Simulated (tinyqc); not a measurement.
# MOS structure on a p-type body with a doping step, non-linear Poisson equation by Newton steps: effect of the electron quasi-Fermi potential against the body on threshold, swing and body effect

One dimension, insulator interface at x = 0, acceptor density N1 for x < x1 and Na beyond, net doping C = -(acceptor density). psi is counted from the intrinsic level: n = ni exp((psi - Vb)/Vt), p = ni exp(-psi/Vt); deep in the body psi_b = -Vt ln(Na/ni). The gate acts through Cox = eps0 eox/tox and has the potential psi_G = Vg - (phiM - chi - Vt ln(Nc/ni)). Boltzmann statistics, full ionisation, classical densities, no oxide or interface charge.

ni = sqrt(Nc Nv) exp(-Eg/(2 Vt)), Eg in volts. The Poisson equation d/dx(eps0 eps_r dpsi/dx) = -q (p - n + C), with eps0 eps_r dpsi/dx = -Cox (psi_G - psi_0) at x = 0, is solved on a mesh of about 600 nodes or more. N_inv is the integral of n less its value deep in the body. VT is the Vg at which N_inv = 2e11 cm^-2. m = 1/(dpsi_0/dVg) at N_inv = 1e8 cm^-2; the swing is the Vg between N_inv = 1e8 and 1e9 cm^-2; body coefficient [VT(Vb + 0.05 V) - VT(Vb)]/0.05 V - 1.

Inputs (values chosen for the exercise); band and dielectric values close to those of silicon: temperature T = 300 K; band gap Eg = 1.13 eV; relative permittivity eps_r = 11.8; conduction-band density of states at T Nc = 2.77e19 cm^-3; valence-band density of states at T Nv = 2.6e19 cm^-3; electron affinity chi = 4.09 eV; acceptor density deep in the body Na = 2.7e16 cm^-3; relative permittivity of the gate insulator (close to silicon dioxide) eox = 3.9; insulator thickness tox = 3.7 nm; gate work function phiM = 4.62 eV; depth of the doping step x1 = 140 nm; acceptor density above the step N1 = 8.1e16 cm^-3.

Constants: q = 1.602176634e-19 C, kB = 1.380649e-23 J/K, Vt = kB T/q, eps0 = 8.8541878128e-14 F/cm where lengths are in cm. Results are converted to the units shown.

Effect of the electron quasi-Fermi potential against the body on threshold, swing and body effect:
```
Vb (V)  VT (V)  psi_0 - psi_b at VT (V)   m - 1  swing (mV/decade)  body coefficient
0        0.648                    0.872   0.108               67.2             0.107
0.3      0.977                     1.18  0.0876               65.6            0.0864
0.6       1.30                     1.48  0.0726               64.5            0.0697
0.9       1.62                     1.78  0.0595               63.6            0.0578
1.2       1.94                     2.08  0.0505               63.0            0.0501
1.5       2.25                     2.38  0.0446               62.6            0.0448
1.8       2.56                     2.68  0.0403               62.3            0.0408
```

Read the table: what changes, and by how much?

As Vb goes from 0 to 1.8, VT rises from 0.648 to 2.56 V, the swing falls from 67.2 to 62.3 mV/decade and the body coefficient falls from 0.107 to 0.0408. The swing stays within 1.9 % of m Vt ln 10, and the body coefficient within 0.0028 of m - 1.

Computed by the program tinyqc: `OMP_NUM_THREADS=1 python tinyqc.py 2080059 2080060 out.jsonl`, one thread of a shared Intel Xeon 2.30GHz, about 0.3 s for the whole run.
